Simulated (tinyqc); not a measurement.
MOSFET in the linear regime without short-channel effects, parameter extraction from computed curves: two steps of the calculation.

Inversion charge Q = Cox n Vt W0(exp((Vg - VT)/(n Vt))), W0 the Lambert function and n = nf; u = Q/Cox; mobility mu = mu0/(1 + th1 u + th2 u^2); channel resistance Rch = (L - dL)/(W mu Q); Id = Vd/(Rch + Rsd/W). Cox = eps0 eox/tox. Small Vd, no channel-length or drain effects.

Parameters, values chosen for the exercise; channel values of the order met in silicon transistors:
- eox = 3.9 (relative permittivity of the gate insulator (close to silicon dioxide))
- tox = 4.9 nm (insulator thickness)
- mu0 = 330 cm^2/(V s) (low-field mobility)
- th2 = 0.17 1/V^2 (second mobility attenuation factor)
- VT = 0.53 V (threshold voltage)
- W = 1 um (gate width)
- L = 0.059 um (drawn gate length)
- dL = 0.02 um (drawn less effective length)
- Vd = 0.05 V (drain voltage)

Constants: eps0 = 8.8541878128e-14 F/cm where lengths are in cm. Results are converted to the units shown.

Task 1. Threshold and mobility at the peak transconductance. gm_i = (Id_(i+1) - Id_(i-1))/(Vg_(i+1) - Vg_(i-1)); at the point j of largest gm the tangent meets the axis at V_ext = Vg_j - Id_j/gm_j; field-effect mobility gm_j L/(W Cox Vd) with the drawn L.

| point | Vg (V) | Id (uA) |
|---|---|---|
| 0 | 0.37 | 0.13823760 |
| 1 | 0.45 | 1.1131733 |
| 2 | 0.53 | 6.0626218 |
| 3 | 0.61 | 17.049164 |
| 4 | 0.69 | 30.782325 |
| 5 | 0.77 | 44.576801 |
| 6 | 0.85 | 57.424177 |
| 7 | 0.93 | 69.037201 |
| 8 | 1.01 | 79.396289 |
| 9 | 1.09 | 88.579385 |
| 10 | 1.17 | 96.695811 |
| 11 | 1.25 | 103.85953 |

Give: gm; j; V_ext; field-effect mobility.

Result 1.

| point | gm (uS) |
|---|---|
| 1 | 37.03 |
| 2 | 99.60 |
| 3 | 154.5 |
| 4 | 172.0 |
| 5 | 166.5 |
| 6 | 152.9 |
| 7 | 137.3 |
| 8 | 122.1 |
| 9 | 108.1 |
| 10 | 95.50 |

j = 4
V_ext = 0.5111 V
field-effect mobility = 288.1 cm^2/(V s)

V_ext is 19 mV below the model VT, and the mobility so found is 42 % below mu0 L/(L - dL) = 499 cm^2/(V s), the value for the drawn L; attenuation, series resistance and the slow approach of Q to a straight line all lower the peak gm.

Task 2. The Y function. Y_i = Id_i/sqrt(gm_i). For Id = beta Vd x/(1 + th x), x = Vg - VT, Y = sqrt(beta Vd) x whatever th. Slope s from points 7 and 10; VT_Y = Vg - Y/s at point 10; beta = s^2/Vd; mobility beta L/(W Cox) with the drawn L; th* = (beta Vd x/Id - 1)/x at point 10.

| point | Vg (V) | Id (uA) |
|---|---|---|
| 0 | 0.37 | 0.13823760 |
| 1 | 0.45 | 1.1131733 |
| 2 | 0.53 | 6.0626218 |
| 3 | 0.61 | 17.049164 |
| 4 | 0.69 | 30.782325 |
| 5 | 0.77 | 44.576801 |
| 6 | 0.85 | 57.424177 |
| 7 | 0.93 | 69.037201 |
| 8 | 1.01 | 79.396289 |
| 9 | 1.09 | 88.579385 |
| 10 | 1.17 | 96.695811 |
| 11 | 1.25 | 103.85953 |

| point | gm (uS) |
|---|---|
| 1 | 37.027402 |
| 2 | 99.599942 |
| 3 | 154.49814 |
| 4 | 172.04773 |
| 5 | 166.51158 |
| 6 | 152.87750 |
| 7 | 137.32570 |
| 8 | 122.13865 |
| 9 | 108.12201 |
| 10 | 95.500895 |

Find: Y; s; VT_Y; beta; mobility from Y; th*.

Result 2.

| point | Y (uA^0.5 V^0.5) |
|---|---|
| 1 | 0.18294 |
| 2 | 0.60748 |
| 3 | 1.3716 |
| 4 | 2.3468 |
| 5 | 3.4545 |
| 6 | 4.6443 |
| 7 | 5.8912 |
| 8 | 7.1841 |
| 9 | 8.5187 |
| 10 | 9.8947 |

s = 16.681 uA^0.5 V^-0.5
VT_Y = 0.57683 V
beta = 5565.2 uA/V^2
mobility from Y = 465.93 cm^2/(V s)
th* = 1.1918 1/V

The mobility from Y is 6.7 % below mu0 L/(L - dL) = 499 cm^2/(V s), which it should reach in deep inversion when th2 = 0.

Program tinyqc, `OMP_NUM_THREADS=1 python tinyqc.py 2210106 2210107 out.jsonl`; Intel Xeon 2.30GHz, shared host, one thread, about 0.01 s.
